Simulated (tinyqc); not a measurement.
# Input admittance of a MOSFET at zero drain bias: distributed channel and distributed gate: effect of the gate overdrive

Source and drain grounded, strong inversion, w = 2 pi f, Cox = eps0 eox/tox. The channel is an RC line of resistance 1/(mu Cox Vo) per square fed from both ends, so one finger has the intrinsic admittance y = i w Cox L tanh(g)/g per width, g = (1/2) sqrt(i w tau), tau = L^2/(mu Vo). The vertical resistance rv/L is in series with y, the overlaps 2 i w Cov in parallel: y_t = 1/(1/y + rv/L) + 2 i w Cov. The gate strip is a line of Rsh/L per length loaded by y_t, so a finger has Y = y_t Wf tanh(k)/k, k = (Wf/sd) sqrt(y_t Rsh/L); the device has Nf Y.

Low-frequency limits, with c = Cox L and ct = c + 2 Cov: R_strip = Rsh Wf/(3 sd^2 L Nf), R_ch = (c/ct)^2 L/(12 mu Cox Vo Wf Nf), R_vert = (c/ct)^2 rv/(L Wf Nf), C = ct Wf Nf. Z = 1/(Nf Y) = R + 1/(i w C), Q = |Im Z|/R, far-point signal |1/cosh k|.

Inputs (values chosen for the exercise); values of the order met in silicon radio-frequency transistors: relative permittivity of the gate insulator (close to silicon dioxide) eox = 3.9; insulator thickness tox = 6 nm; channel length L = 0.99 um; finger width Wf = 2.4 um; number of fingers Nf = 16; channel mobility mu = 370 cm^2/(V s); sheet resistance of the gate Rsh = 32 ohm/square; vertical resistivity of the gate stack rv = 3.9 ohm um^2; number of ends at which a finger is contacted sd = 1; overlap and fringe capacitance on each side Cov = 0.37 fF/um; frequency f = 13 GHz.

Constants: eps0 = 8.8541878128e-14 F/cm where lengths are in cm. Results are converted to the units shown.

Effect of the gate overdrive:
```
Vo (V)   w tau      |k|  R (ohm)  low-frequency R (ohm)  C (fF)       Q  signal at the far point
0.2     10.818  0.26361   37.863                 41.212  205.35  1.5746                  0.98193
0.35    6.1819  0.29053   23.600                 24.277  230.67  2.2488                  0.98357
0.5     4.3273  0.30068   17.264                 17.503  238.64  2.9716                  0.98635
0.65    3.3287  0.30531   13.745                 13.855  242.00  3.6807                  0.98856
0.8     2.7046  0.30776   11.515                 11.575  243.71  4.3625                  0.99021
0.95    2.2776  0.30919   9.9788                 10.016  244.69  5.0139                  0.99144
1.1     1.9670  0.31010   8.8570                 8.8811  245.31  5.6347                  0.99239
1.25    1.7309  0.31071   8.0022                 8.0190  245.72  6.2263                  0.99314
```

As Vo goes from 0.2 to 1.25, R falls from 37.9 to 8.00 ohm, C rises from 205 to 246 fF and Q rises from 1.57 to 6.23. Only the channel term depends on Vo.

Computed by the program tinyqc: `OMP_NUM_THREADS=1 python tinyqc.py 2262227 2262228 out.jsonl`, one thread of a shared Intel Xeon 2.30GHz, about 0.01 s for the whole run.
